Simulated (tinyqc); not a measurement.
The same stress in different states: Raman shift of the zone-centre optical phonon of a diamond-structure crystal under stress. Computed by tinyqc, a small Python program. Command: `OMP_NUM_THREADS=1 python tinyqc.py 3010588 3010589 out.jsonl ramanstress walk`. One thread of a shared host (Intel(R) Xeon(R) Processor @ 2.30GHz), about 0.01 s of CPU time with the checks.

Axes x, y, z are the cube axes. Strain shifts the threefold optical mode and can split it; p, q and r are the phonon deformation potentials.

Inputs (values chosen for the exercise, modelled on silicon):
```
quantity                          value  unit
unstrained frequency omega_0      521.3  1/cm
p/omega_0^2                       -1.81     -
q/omega_0^2                       -2.37     -
r/omega_0^2                      -0.693     -
C11                               167.5   GPa
C12                               64.37   GPa
C44                               79.42   GPa
stress sigma (tension positive)    -1.8   GPa
```

Stress state: biaxial. Axis: [110].

Method:
- S11 = (C11 + C12)/D, S12 = -C12/D, D = (C11 - C12)(C11 + 2 C12), S44 = 1/C44.
- eps_xx = S11 sigma_xx + S12 (sigma_yy + sigma_zz), and cyclic; eps_xy = S44 sigma_xy/2 (tensor strain).
- Secular matrix: M_xx = p eps_xx + q (eps_yy + eps_zz), M_xy = 2 r eps_xy; its eigenvalues are omega^2 - omega_0^2, and the shifts are these over 2 omega_0.
- Uniaxial: sigma n n^T; biaxial: sigma (1 - n n^T); hydrostatic: sigma 1. The line seen from (001) is taken as unresolved, at the intensity-weighted shift M_zz/(2 omega_0).

S44 = 12.5913 1/TPa

S11 = 7.58955 1/TPa

S12 = -2.10695 1/TPa

Shifts (1/cm):
```
state                  lowest  middle  highest  line seen from (001)
uniaxial [100]          1.759   4.307    4.307                 4.307
uniaxial [110]          0.986   4.307    5.080                 4.307
uniaxial [001]          1.759   4.307    4.307                 1.759
uniaxial [111]          2.093   2.093    6.187                 3.458
biaxial, normal [001]   6.067   6.067    8.614                 8.614
biaxial, normal [111]   4.186   8.280    8.280                 6.916
hydrostatic            10.374  10.374   10.374                10.374
```

What does the comparison show, and why?

Seen from (001), uniaxial stress along [100] and along [110] give the same shift (4.307), and equal biaxial stress in the plane gives twice as much (8.614), since only sigma_xx + sigma_yy and sigma_zz enter M_zz. Stress along [001] gives 1.759. One measured shift therefore fixes the stress only once its state is assumed: read as uniaxial in the plane, a shift implies twice the stress that it does read as biaxial. In the two [111] rows the modes seen are split by 4.1 per cm, more than a line width, so two lines appear there in place of one.

Extremes, crossings and ranges named in words are read from the listed rows.
